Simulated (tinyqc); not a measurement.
Inside a calculation. Model: lateral field, substrate current, probability of reaching the oxide barrier and hot-carrier lifetime of a silicon transistor (pseudo-two-dimensional and lucky-electron models). Computed by tinyqc, a small Python program that keeps every step. Command: `OMP_NUM_THREADS=1 python tinyqc.py 3001816 3001817 out.jsonl hotcar walk`. One thread of a shared host (Intel(R) Xeon(R) Processor @ 2.30GHz), about 0.01 s of CPU time with the checks. Intermediate numbers are printed to about 5 digits and carried at full precision; extremes and crossings named in words are read from the listed rows.

Local-field models: a lucky carrier gains its energy at the peak field over a path free of collisions. Voltages are magnitudes.

Inputs (values chosen for the exercise, modelled on a silicon n-channel):
```
quantity,value,unit
channel length L,630,nm
oxide thickness t,14,nm
junction depth x_j,120,nm
mobility mu,330,cm^2/(V s)
saturation velocity v_s,0.82,1e7 cm/s
threshold voltage V_T,0.78,V
gate voltage V_G,1.8,V
drain voltage V_D,3.7,V
ionisation prefactor A_i,2.3e+06,1/cm
ionisation field B_i,1.7,MV/cm
hot-carrier mean free path lambda,8.6,nm
oxide barrier phi_b,3.1,eV
interface-trap threshold phi_it,3.6,eV
lifetime constant H,20,s microampere/micrometre
```

Drain: abrupt.

Constants: eps_0 = 8.8541878128e-12 F/m.

## Saturation point and current

C_ox = 3.9 eps_0/t; F_sat = 2 v_s/mu; V_Dsat = V_ov F_sat L/(V_ov + F_sat L), V_ov = V_G - V_T; I_D/W = C_ox v_s (V_ov - V_Dsat).

F_sat = 49.697 kV/cm

V_Dsat = 0.76936 V

drain current I_D/W = 50.694 microampere/micrometre

## Peak lateral field

Scale length l = 0.22 t^(1/3) x_j^(1/2) (all in cm); F_m = sqrt(((V_D - V_Dsat)/l_e)^2 + F_sat^2), with l_e = l; length of the velocity-saturated region l_e ln((V_D - V_Dsat)/(l_e F_sat) + F_m/F_sat).

scale length l = 85.256 nm

peak field F_m = 347.32 kV/cm

velocity-saturated length = 224.42 nm

energy gained over one free path, e lambda F_m = 0.29870 eV

The field rises from F_sat to F_m as cosh(x/l_e), a factor 7.0, over 36 % of L. Caution: the empirical formula for l was fitted to oxides of about 15 nm or more; for thinner ones it is an extrapolation.

## Hot-carrier currents and lifetime

Substrate current I_sub/I_D = (A_i/B_i)(V_D - V_Dsat) exp(-B_i/F_m); probability of reaching the oxide barrier exp(-phi_b/(e lambda F_m)); lifetime tau = (H/(I_D/W)) exp(phi_it/(e lambda F_m)).

I_sub/I_D = 0.029686

substrate current I_sub/W = 1.5049 microampere/micrometre

probability of reaching phi_b = 3.1097e-05

lifetime tau = 67662 s

exponent m = phi_it/(e lambda B_i) = 2.4624

Since both exponentials depend on 1/F_m, tau I_D scales about as (I_sub/I_D)^(-m) with m = 2.46, which lets I_sub serve as the monitor. The lifetime is 2.14e-4 times ten years (3.156e8 s).

## Substrate current against gate voltage

The formulas are those given above.

At the given drain voltage:
```
V_G (V),V_Dsat (V),I_D/W (microampere/micrometre),F_m (kV/cm),I_sub/W (microampere/micrometre),tau (s)
0.94,0.1522,1.57,419.09,0.1307,2.7676e+05
1.10,0.2903,6.00,403.01,0.4077,1.0808e+05
1.40,0.5175,20.73,376.58,0.9774,6.4874e+04
1.70,0.7111,42.26,354.09,1.4049,6.4464e+04
2.10,0.9285,79.18,328.85,1.6886,8.5239e+04
2.60,1.1510,135.32,303.09,1.7105,1.4716e+05
3.10,1.3326,199.71,282.10,1.5445,2.7868e+05
3.60,1.4837,270.28,264.67,1.3159,5.4705e+05
4.10,1.6113,345.58,249.98,1.0870,1.0840e+06
```

I_sub peaks at V_G = 2.6 V, 0.70 V_D: a higher gate voltage brings more carriers but raises V_Dsat and so lowers F_m. The shortest lifetime among the rows lies at V_G = 1.7 V, below that of the largest I_sub, since tau depends more steeply on the field.

## Extrapolating accelerated tests

V_10 solves tau = 3.156e8 s at the given V_G. The extrapolation fits ln(tau) against 1/V_D at 1, 1.08, 1.16 and 1.25 times the given V_D (rounded to 3 digits) by least squares and reads off the same tau.

Stress points:
```
V_D (V),1/V_D (1/V),tau (s)
3.70,0.27027,67662
4.00,0.25000,22538
4.29,0.23310,9267
4.62,0.21645,3954
```

ten-year drain voltage V_10 = 2.4579 V

V_10 from the 1/V_D extrapolation = 2.3224 V

The extrapolation is 135 mV below the true value: ln(tau) is nearly linear in 1/(V_D - V_Dsat), not in 1/V_D, so the straight line errs on the safe side when one extrapolates down. At V_10 the available energy e V_D is below phi_it, so the model understates the lifetime there.

Checks made by the program: voltage drop as the integral of F_sat cosh(x/l_e) over the saturated length (relative difference below 1e-10).
